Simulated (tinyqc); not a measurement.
# Schottky barrier on an n-type semiconductor, non-linear Poisson equation by Newton steps: Capacitance-voltage profiling

One dimension, metal at x = 0, donor density C(x) = Nd, uniform. Energies are counted from the electron Fermi level of the semiconductor and the conduction-band edge is Ec = -psi, so n = Nc exp(psi/Vt); holes follow the Fermi level of the metal, at -V, so p = Nv exp((V - psi - Eg)/Vt). Ends: psi(0) = V - phiB and psi = Vt ln(Nd/Nc) deep inside. Boltzmann statistics, full ionisation, no current, no image force in the Poisson equation.

The Poisson equation d/dx(eps0 eps_r dpsi/dx) = -q (p - n + C) is solved on a mesh of about 1000 nodes or more that ends in neutral material. C_s = q d/dV of the integral of n over x, from the linearised equation. Probed depth w = eps0 eps_r/C_s; apparent doping N_app = C_s^3/(q eps0 eps_r dC_s/dV), the derivative by central differences over +/- 0.02 V.

Parameters, values chosen for the exercise; band and dielectric values close to those of cadmium telluride: temperature T = 250 K; band gap Eg = 1.5 eV; relative permittivity eps_r = 10.2; conduction-band density of states at T Nc = 5.99e17 cm^-3; valence-band density of states at T Nv = 1.39e19 cm^-3; donor density deep in the semiconductor Nd = 1.3e17 cm^-3; barrier height phiB = 0.99 eV.

Constants: q = 1.602176634e-19 C, kB = 1.380649e-23 J/K, Vt = kB T/q, eps0 = 8.8541878128e-14 F/cm where lengths are in cm. Results are converted to the units shown.

The same in every row: true C(w) (cm^-3) = 1.300e17.

Capacitance-voltage profiling:
```
V (V),C_s (nF/cm^2),w (nm),N_app (cm^-3),|E_0| (kV/cm)
0,100.3,90.07,1.300e17,207.7
-0.2,91.01,99.24,1.300e17,228.9
-0.4,83.92,107.6,1.300e17,248.2
-0.6,78.26,115.4,1.300e17,266.1
-0.8,73.62,122.7,1.300e17,282.9
-1,69.71,129.6,1.300e17,298.8
-1.2,66.36,136.1,1.300e17,313.9
-1.4,63.46,142.3,1.300e17,328.2
-1.6,60.90,148.3,1.300e17,342.0
-1.8,58.64,154.0,1.300e17,355.2
-2,56.60,159.6,1.300e17,368.0
```

Read the table: what changes, and by how much?

C_s falls from 100 to 56.6 nF/cm^2 while the probed depth goes from 90.1 to 160 nm. The apparent doping stays near 1.30e17 cm^-3. It departs most from the true doping at that depth for V = 0 V, where it is 0.029 % below it; so the doping is read well over the depths probed, the small gap being the error of the finite difference in V. In every row the doping at the probed depth exceeds a fifth of Nc, where Boltzmann statistics begin to fail.

Numbers from tinyqc (`OMP_NUM_THREADS=1 python tinyqc.py 2020168 2020169 out.jsonl`; about 0.1 s on one thread of a shared Intel Xeon 2.30GHz).
